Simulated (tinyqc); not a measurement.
Correlation length: interface roughness in a thin film (subband fluctuation and scattering).

Square well of width t, barriers V0, c = hbar^2/2m0: E1 solves k t + 2 atan[(k/mz)/(kappa/mb)] = pi, k = sqrt(mz E/c), kappa = sqrt(mb (V0 - E)/c). One interface is rough, so the subband edge fluctuates by G dt with G = |dE1/dt| (central difference of 0.01 angstrom; 2 E1/t for hard walls).

Gaussian roughness spectrum S(q) = pi D^2 Lc^2 exp(-q^2 Lc^2/4). Degenerate gas, taken to fill one subband (the second starts to fill once c kF^2/md exceeds E2 - E1, which is not tested here): kF = sqrt(2 pi Ns/gv), q = 2 kF sin(theta/2), 1/tau = (md/(2 pi c hbar)) G^2 times the integral from 0 to pi of S(q)(1 - cos theta)/eps(q)^2 dtheta, eps(q) = 1 + qs/q with screening (qs = gv md q0/(c eps), q0 = e^2/(4 pi eps0), form factors left out, which overstates the screening; other scattering is left out too, so these values lie far above measured mobilities in all but the thinnest films) or 1 without; mobility = tau c2/md with c2 = e/m0 = 1.75882e15 cm^2/(V s^2); 1e12/cm^2 = 1e-4/angstrom^2.

Constants: hbar^2/2m0 = 3.80998211 eV angstrom^2; hbar = 6.58211957e-16 eV s; e^2/(4 pi eps0) = 14.39964547 eV angstrom.

Parameters, chosen for this exercise (near those of a thin Si channel on (100), two-fold valleys; not measured data):
```
symbol  value                         unit         meaning
t       38                            angstrom     film thickness
mz      0.897                         m0           confinement mass
V0      3.18                          eV           barrier
mb      0.53                          m0           barrier mass
md      0.192                         m0           mass in the plane
gv      2                                          valleys
D       2.9                           angstrom     rms height of the roughness
Ns      3.8                           x 1e12/cm^2  sheet density
eps     8                                          mean dielectric constant at the channel
Ll      (5, 10, 16, 25, 40, 65, 100)  angstrom     correlation lengths
```

Fixed D; bare and screened mobility.

Results:
```
Lc (angstrom)  kF Lc  bare mobility (cm^2/(V s))  screened mobility (cm^2/(V s))
5               0.17                    2.09e+05                        3.47e+06
10              0.35                    5.59e+04                        9.33e+05
16              0.55                    2.50e+04                        4.24e+05
25              0.86                    1.40e+04                        2.47e+05
40              1.38                    1.17e+04                        2.33e+05
65              2.25                    1.93e+04                        6.14e+05
100             3.46                    3.47e+04                        2.45e+06
```

What can be read from this table?

The bare mobility is lowest at Lc = 40 angstrom of those listed (kF Lc = 1.38). The screened mobility is lowest at Lc = 40 angstrom of those listed (kF Lc = 1.38). Short roughness averages out (mobility as 1/Lc^2; the first two rows give exponent -1.90), and long roughness deflects only by small angles (bare mobility rising as Lc; the last two rows give 1.36).

tinyqc: `OMP_NUM_THREADS=1 python tinyqc.py 1280390 1280391 out.jsonl`; about 0.01 s, one thread, shared Intel(R) Xeon(R) Processor @ 2.30GHz.
